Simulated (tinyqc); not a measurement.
Inside a calculation. Method: UKS/exchange-only LDA in the sto-3g basis, for H4, spin multiplicity 3. This run ends on a higher stationary point, not on the lowest solution. One step of it, computed by the program tinyqc.

Task: Iteration 2: building the Kohn-Sham matrix. J_ij = sum D_kl (ij|kl) with D = D(alpha) + D(beta); F = H + J + V_xc; E = tr D H + tr D J / 2 + E_xc + E_nn.

D(alpha) after iteration 1, order 1H 1s, 2H 1s, 3H 1s, 4H 1s:
```
[[0.985960, -0.021331, -0.155470, 0.051119],
 [-0.021331, 0.429508, 0.410261, -0.155470],
 [-0.155470, 0.410261, 0.429508, -0.021331],
 [0.051119, -0.155470, -0.021331, 0.985960]]
```

D(beta) after iteration 1, order 1H 1s, 2H 1s, 3H 1s, 4H 1s:
```
[[0.278561, 0.180957, 0.180957, 0.278561],
 [0.180957, 0.117552, 0.117552, 0.180957],
 [0.180957, 0.117552, 0.117552, 0.180957],
 [0.278561, 0.180957, 0.180957, 0.278561]]
```

core Hamiltonian H = T + V (hartree), order 1H 1s, 2H 1s, 3H 1s, 4H 1s:
```
[[-1.054044, -0.316270, -0.021443, -0.000360],
 [-0.316270, -1.284105, -0.396920, -0.021443],
 [-0.021443, -0.396920, -1.284105, -0.316270],
 [-0.000360, -0.021443, -0.316270, -1.054044]]
```

Two-electron integrals (ij|kl) in chemists' order, unique and non-zero (hartree):
```
(11|11) 0.774606   (21|11) 0.101978   (21|21) 0.021790   (22|11) 0.313013
(22|21) 0.101978   (22|22) 0.774606   (31|11) 0.003700   (31|21) 0.000980
(31|22) 0.005971   (31|31) 0.000055   (32|11) 0.051676   (32|21) 0.015742
(32|22) 0.123920   (32|31) 0.001145   (32|32) 0.030966   (33|11) 0.163677
(33|21) 0.045012   (33|22) 0.333540   (33|31) 0.003700   (33|32) 0.123920
(33|33) 0.774606   (41|11) 0.000031   (41|21) 0.000009   (41|22) 0.000067
(41|31) 6.47e-07   (41|32) 0.000017   (41|33) 0.000067   (41|41) 9.46e-09
(42|11) 0.001813   (42|21) 0.000502   (42|22) 0.003700   (42|31) 0.000038
(42|32) 0.001145   (42|33) 0.005971   (42|41) 6.47e-07   (42|42) 0.000055
(43|11) 0.026158   (43|21) 0.006690   (43|22) 0.045012   (43|31) 0.000502
(43|32) 0.015742   (43|33) 0.101978   (43|41) 0.000009   (43|42) 0.000980
(43|43) 0.021790   (44|11) 0.107885   (44|21) 0.026158   (44|22) 0.163677
(44|31) 0.001813   (44|32) 0.051676   (44|33) 0.313013   (44|41) 0.000031
(44|42) 0.003700   (44|43) 0.101978   (44|44) 0.774606
```

nuclear repulsion = 1.40723107 hartree

V_xc(alpha) (hartree), order 1H 1s, 2H 1s, 3H 1s, 4H 1s:
```
[[-0.443053, -0.062515, -0.002947, -0.000036],
 [-0.062515, -0.364778, -0.072085, -0.002947],
 [-0.002947, -0.072085, -0.364778, -0.062515],
 [-0.000036, -0.002947, -0.062515, -0.443053]]
```

V_xc(beta) (hartree), order 1H 1s, 2H 1s, 3H 1s, 4H 1s:
```
[[-0.300877, -0.045204, -0.002099, -0.000025],
 [-0.045204, -0.253074, -0.049240, -0.002099],
 [-0.002099, -0.049240, -0.253074, -0.045204],
 [-0.000025, -0.002099, -0.045204, -0.300877]]
```

E_xc = sum of w rho eps_xc = -1.13396604 hartree

Give: Coulomb J; F(alpha); F(beta); total energy of this density.

Result:

Coulomb J (hartree), order 1H 1s, 2H 1s, 3H 1s, 4H 1s:
```
[[1.4725, 0.2682, 0.0139, 0.0002],
 [0.2682, 1.3873, 0.3091, 0.0139],
 [0.0139, 0.3091, 1.3873, 0.2682],
 [0.0002, 0.0139, 0.2682, 1.4725]]
```

F(alpha) (hartree), order 1H 1s, 2H 1s, 3H 1s, 4H 1s:
```
[[-0.0246, -0.1105, -0.0104, -0.0002],
 [-0.1105, -0.2616, -0.1599, -0.0104],
 [-0.0104, -0.1599, -0.2616, -0.1105],
 [-0.0002, -0.0104, -0.1105, -0.0246]]
```

F(beta) (hartree), order 1H 1s, 2H 1s, 3H 1s, 4H 1s:
```
[[0.1175, -0.0932, -0.0096, -0.0002],
 [-0.0932, -0.1499, -0.1370, -0.0096],
 [-0.0096, -0.1370, -0.1499, -0.0932],
 [-0.0002, -0.0096, -0.0932, 0.1175]]
```

total energy of this density = -1.550315 hartree
